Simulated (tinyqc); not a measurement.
# Worked calculation: disorder broadening of a flat band (such as a Landau level) in the self-consistent Born approximation

Computed by the program tinyqc: `OMP_NUM_THREADS=1 python tinyqc.py 2720009 2720010 out.jsonl`, one thread of a shared Intel Xeon 2.30GHz, about 0.01 s for the whole run. Printed values are rounded.

The local Green function is G = g0(z - Sigma) with z = E + i eta and g0(z) = 1/z; the self-energy is Sigma = D G. The density of states is -Im G/pi.

Inputs (values chosen for the exercise): variance of the random potential D = 6.4 eV^2; bare broadening eta = 0.0081 eV; energy from the band centre E = 3.398 eV; mixing mix = 1.

Range of the model: The self-consistent Born approximation misses band tails from rare fluctuations and localisation.

## Iteration 1: Born step

Sigma at the start = 0.00000+0.00000i eV

G = g0(z - Sigma), Sigma(out) = D G, Sigma(new) = Sigma + mix (Sigma(out) - Sigma).

G = 0.294289-0.000702i 1/eV
Sigma(out) = 1.88345-0.00449i eV
Sigma after iteration 1 = 1.88345-0.00449i eV

Sigma(out) of this first step, from Sigma = 0, is the plain (first) Born approximation.

## Iteration 2: Born step

As before.

G = 0.660217-0.005488i 1/eV
Sigma(out) = 4.22539-0.03512i eV
Sigma after iteration 2 = 4.22539-0.03512i eV

## Iteration 3: Born step

As before.

G = -1.20534-0.06297i 1/eV
Sigma(out) = -7.71415-0.40300i eV
Sigma after iteration 3 = -7.71415-0.40300i eV

## Course of the iteration

Stop when |Sigma(out) - Sigma| is below 1e-10 eV, or after 50 iterations; the start is Sigma = 0.

Course of the iteration:
```
iteration,Re Sigma (eV),Im Sigma (eV),|Sigma(out) - Sigma| (eV)
1,1.8835,-0.0045,1.88
2,4.2254,-0.0351,2.34
3,-7.7142,-0.4030,11.9
4,0.5752,-0.0213,8.30
5,2.2670,-0.0236,1.69
6,5.6541,-0.1584,3.39
7,-2.8213,-0.2083,8.48
8,1.0278,-0.0358,3.85
9,2.6993,-0.0499,1.67
...,...,...,...
42,1.2302,-0.1796,2.98
43,2.9303,-0.2538,1.70
44,10.4181,-5.8328,9.34
45,-0.5387,-0.4482,12.2
46,1.6042,-0.1860,2.16
47,3.5265,-0.3815,1.93
48,-4.8870,-14.8158,16.7
49,0.1839,-0.3290,15.3
50,1.9695,-0.2066,1.79
```

Not converged within 50 iterations: the residual swings up and down without settling. At the solution d Sigma(out)/d Sigma = -0.0975-0.991i, of modulus 0.996, so a step with mix = 1 multiplies the error by 0.996 while turning it in the complex plane. A rerun with mix = 0.5 (factor 0.670) converges in 66 iterations.
